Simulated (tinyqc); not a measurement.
Schottky barrier on an n-type semiconductor with a doping step, non-linear Poisson equation by Newton steps: one step of the calculation.

One dimension, metal at x = 0, donor density C(x) = N1 for x < x1 and Nd beyond. Energies are counted from the electron Fermi level of the semiconductor and the conduction-band edge is Ec = -psi, so n = Nc exp(psi/Vt); holes follow the Fermi level of the metal, at -V, so p = Nv exp((V - psi - Eg)/Vt). Ends: psi(0) = V - phiB and psi = Vt ln(Nd/Nc) deep inside. Boltzmann statistics, full ionisation, no current, no image force in the Poisson equation.

Problem. Newton step. Solve the tridiagonal system a_(i-1) d_(i-1) + b_i d_i + a_i d_(i+1) = -F_i for nodes 1 to 9, with d = 0 on fixed nodes. The full step is added.

Values chosen for this exercise: temperature T = 300 K.

Constants: q = 1.602176634e-19 C, kB = 1.380649e-23 J/K, Vt = kB T/q. Results are converted to the units shown.

coupling a_i, interval 0 to 9 (F/cm^2): [2.2305742e-7, 1.8123416e-7, 1.5063618e-7, 1.2209459e-7, 9.9991259e-8, 8.2262312e-8, 6.7046162e-8, 5.4971498e-8, 4.4440560e-8, 3.7416084e-8]

```
node  diagonal b (F/cm^2)  residual F (C/cm^2)
1           -4.0429158e-7        -4.0608769e-9
2           -3.3187051e-7        -4.9360704e-9
3           -2.7279105e-7        -6.0228585e-9
4           -2.3266129e-7        -7.6599914e-9
5           -4.5481690e-7        -4.8366936e-9
6           -5.9689163e-7       -6.2879467e-10
7           -6.6938050e-7                   ~0
8           -7.7221222e-7                   ~0
9           -8.9577378e-7                   ~0
```

psi at the start, node 0 to 10 (V): [-0.77000000, -0.62889872, -0.47882172, -0.33275308, -0.20445084, -0.12554747, -0.11790369, -0.11790369, -0.11790369, -0.11790369, -0.11790369]

Give: Newton step d; psi after iteration 1.

Solution.

Newton step d, node 1 to 9 (V): [-0.05888, -0.10893, -0.13639, -0.12100, -0.03840, -0.00642, -0.00065, -0.00005, 0.00000]
psi after iteration 1, node 0 to 10 (V): [-0.77000, -0.68777, -0.58775, -0.46914, -0.32545, -0.16394, -0.12432, -0.11855, -0.11795, -0.11791, -0.11790]

Program tinyqc, `OMP_NUM_THREADS=1 python tinyqc.py 2020034 2020035 out.jsonl`; Intel Xeon 2.30GHz, shared host, one thread, about 0.06 s.

~0 in a residual or rate marks an entry under 1e-11 of the largest of its column.
